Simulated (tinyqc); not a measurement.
# From total concentration back to growth condition x

Model: formation energy of a charged point defect from supercell energies. Computed by tinyqc, a small Python program. Command: `OMP_NUM_THREADS=1 python tinyqc.py 3005291 3005292 out.jsonl formation inv`. One thread of a shared host (Intel(R) Xeon(R) Processor @ 2.30GHz), about 0.01 s of CPU time with the checks.

The host is a compound AB. Making the defect adds n_A = -1, n_B = 0 atoms to the cell. All total energies are inputs. E_F is counted from the valence-band maximum (VBM); x = 0 is A-rich and x = 1 B-rich growth.

Inputs (values chosen for the exercise, with gap and screening modelled on GaP):
```
quantity,value,unit
E_VBM of the host cell,5.399,eV
potential alignment dV,0.017,eV
dielectric constant eps,11,-
cell length L,19,angstrom
mu_A of the pure element,-1.321,eV
formation enthalpy dH of AB,-0.784,eV
Fermi level E_F,0.558,eV
temperature T,1400,K
site density N_s,4.4e+22,cm^-3
```

Defect: vacancy of A. Supercell lattice: sc.

charge states q: [1, 0, -1, -2]

E(defect, q) - E(host), in the order of q (eV): [-3.092, 3.594, 10.549, 17.593]

Constants: e^2/(4 pi eps_0) = 14.39964548 eV angstrom; k_B = 8.617333262e-05 eV/K.

Method:
- dmu_A = x dH and dmu_B = (1 - x) dH, so that dmu_A + dmu_B = dH; mu = mu(element) + dmu.
- The reservoir term is sum n_i mu_i.
- Image-charge correction of a point charge in a neutralising background: E_corr = q^2 alpha e^2/(4 pi eps_0) / (2 eps L), alpha = 2.837297 for a sc array with L the cube root of the volume.
- E_f(q, E_F) = [E(defect, q) - E(host)] - sum n_i mu_i + q (E_VBM + dV + E_F) + E_corr(q).
- E_f(q, E_F) = E_f(q, 0) + q E_F.
- c_q = N_s exp(-E_f(q, E_F)/k_B T), with all degeneracy factors one and no vibrational entropy.

Question. A run gave the result below. Find the growth condition x, known to lie between 0.48 and 0.96.

total concentration = 1.758547e+19 cm^-3

Answer.

Each step takes the trial c = (a f_b - b f_a)/(f_b - f_a), f being the result less the target and a, b, c the logarithms of the listed values; c replaces end b, the old b replaces a if the sign of f changed, and otherwise f_a is halved.

Scan of the range:
```
growth condition x,total concentration (cm^-3)
0.480,1.07053e+18
0.539,1.57078e+18
0.605,2.41204e+18
0.679,3.90151e+18
0.762,6.69085e+18
0.855,1.22448e+19
0.960,2.42266e+19
```

False position (Illinois rule, in the logarithm of the input) inside the bracket:
```
step,end a,end b,trial,total concentration (cm^-3)
1,0.855000,0.960000,0.900303,1.64365e+19
2,0.960000,0.900303,0.908868,1.73774e+19
3,0.960000,0.908868,0.911807,1.77124e+19
4,0.908868,0.911807,0.910692,1.75846e+19
5,0.911807,0.910692,0.910700,1.75855e+19
6,0.911807,0.910700,0.910700,1.75855e+19
7,0.910700,0.910700,0.910700,1.75855e+19
```

Total concentration rises at every point of a 13-point scan of the range (every second point is shown), so one value fits; it is bracketed by 0.855 and 0.960. Answer: growth condition x = 0.9107.
